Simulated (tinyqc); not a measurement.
Inside a calculation: deep level with several charge states, and Shockley-Read-Hall recombination. Values are carried at full precision from step to step, so a last printed digit may differ when a step is redone from the rounded ones.

Energies from Ev. The defect has charge states +1, 0, -1 with weights 1, gm exp((EF - E1)/kT), exp((2 EF - E1 - E2)/kT); the shares are the weights over their sum. Boltzmann carriers: n = Nc exp((EF - Eg)/kT), p = Nv exp(-EF/kT). Neutrality: p - n + Nd + Nt <q> = 0.

Constants: kB = 8.617333262e-05 eV/K.

Values chosen for the exercise (gap and densities of states near those of Si at this temperature; not measured data):
- Eg = 1.128 eV (gap)
- Nc = 2.01e+19 1/cm^3 (conduction-band density of states)
- Nv = 8.3e+18 1/cm^3 (valence-band density of states)
- T = 250 K
- E1 = 0.427 eV (level (+1/0) above Ev)
- E2 = 0.665 eV (level (0/-1) above Ev)
- gm = 2 (degeneracy of the middle state, the others 1)
- Nt = 5.1e+15 1/cm^3 (defects)
- Nd = 6.1e+16 1/cm^3 (ionised shallow donors minus acceptors)
- E_try = 0.487 eV (trial Fermi level)
- Et = 0.427 eV (recombination level above Ev)
- sn = 1.7e-16 cm^2 (electron capture cross-section)
- sp_ = 3e-15 cm^2 (hole capture cross-section)
- vth = 14000000 cm/s (thermal velocity, both carriers)
- Nm = 5.1e+16 1/cm^3 (equilibrium electrons for the lifetime steps)
- dn = 1.3e+12 1/cm^3 (excess pairs)

## Charge states at a trial Fermi level

Form the exponents, the shares, the mean charge and the residual of neutrality at EF = E_try.

exponents of the second and third weights: 2.785  -5.477

shares: +1 0.0299, 0 0.9699, -1 0.0001

<q> = 0.0298

n, p (1/cm^3): 2.41e+06  1.26e+09

residual = 6.12e+16 1/cm^3

The residual is positive, so EF must rise.

## The neutral state

Solve for EF.

EF = 1.0012 eV

shares at EF: +1 0.000, 0 0.000, -1 1.000

n = 5.59e+16 1/cm^3
p = 0.0544 1/cm^3

Without the defects the majority density would be 6.10e+16 1/cm^3; with them the density of these carriers is 5.59e+16, so they compensate part of the doping. Most defects are in the state -1.

## Recombination through one level

One level at Et with degeneracy 1: tn = 1/(sn vth Nt), tp = 1/(sp_ vth Nt), n1 = Nc exp((Et - Eg)/kT), p1 = Nv exp(-Et/kT), ni^2 = n1 p1. Equilibrium n0 = Nm, p0 = ni^2/Nm; n = n0 + dn, p = p0 + dn. U = (n p - ni^2)/(tp (n + n1) + tn (p + p1)), lifetime dn/U; emission rates en = sn vth n1, ep = sp_ vth p1.

Evaluate each quantity.

tn, tp (microsecond): 0.08239  0.004669

n1, p1 (1/cm^3): 1.48e+05  2.05e+10

U = 2.78e+20 1/(cm^3 s)
lifetime = 0.00467 microsecond

The lifetime is 1.000 times the minority capture time tp and 0.0537 times tn + tp, the limit of high injection.

## Emission and generation in a depleted region

With n = p = 0 the level generates pairs at G = Nt en ep/(en + ep); generation lifetime tg = ni/G; current density e G W for a width W = 1 micrometre, e = 1.602176634e-19 C.

en, ep (1/s): 0.000353  860

G = 1.80e+12 1/(cm^3 s)
tg = 30.6 microsecond
current density = 2.89e-11 A/cm^2

The slower step, electron emission, limits the rate: en/ep = 4.11e-07.

## Checks

- U against hole capture minus emission at the steady occupation of the level (1/(cm^3 s)): both 2.783e+20.

Program tinyqc; command `OMP_NUM_THREADS=1 python tinyqc.py 1650792 1650793 out.jsonl`; about 0.01 s on one thread of a shared Intel(R) Xeon(R) Processor @ 2.30GHz.
